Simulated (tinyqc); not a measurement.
Gaps across the alloy: alloy A(1-x)B(x) by interpolation with bowing.

Each gap follows E(x) = (1 - x) E_A + x E_B - C x (1 - x); the lattice constant follows Vegard, a(x) = (1 - x) a_A + x a_B.

Constants: hc = 1239.841984 eV nm.

Inputs chosen for the exercise (A near Si, B near Ge; not measured data): a = (5.431, 5.652) angstrom (lattice constant of A, B); Eg = (4.152, 0.907) eV (gap at Gamma to the s-like level of A, B); EgX = (1.159, 0.944) eV (gap to the lowest valley along Gamma-X of A, B); EgL = (2.091, 0.742) eV (gap to L of A, B); C = (0.232, 0.198, 0) eV (bowing of the Gamma, X and L gaps).

Eleven compositions.

Gaps (eV):
```
x,a (angstrom),Gamma,X,L,lowest,wavelength (nm)
0.0,5.4310,4.152,1.159,2.091,X,1070
0.1,5.4531,3.807,1.120,1.956,X,1107
0.2,5.4752,3.466,1.084,1.821,X,1143
0.3,5.4973,3.130,1.053,1.686,X,1178
0.4,5.5194,2.798,1.025,1.551,X,1209
0.6,5.5636,2.149,0.982,1.282,X,1262
0.7,5.5857,1.832,0.967,1.147,X,1282
0.8,5.6078,1.519,0.955,1.012,X,1298
0.9,5.6299,1.211,0.948,0.877,L,1414
1.0,5.6520,0.907,0.944,0.742,L,1671
```

Give the missing row, x = 0.5.

Computed row:
```
x    a (angstrom)  Gamma      X      L  lowest  wavelength (nm)
0.5        5.5415  2.471  1.002  1.417       X             1237
```

The lowest valley changes at x = 0.845 (X to L, gap 0.951 eV). The Gamma gap is monotonic, since its bowing (0.232 eV) is smaller than the difference of the end gaps (3.245 eV); at x = 0.5 bowing lowers it by C/4 = 0.058 eV.

Run: tinyqc, `OMP_NUM_THREADS=1 python tinyqc.py 1051461 1051462 out.jsonl`; Intel(R) Xeon(R) Processor @ 2.30GHz, one thread, shared host; about 0.01 s of CPU time with all checks.
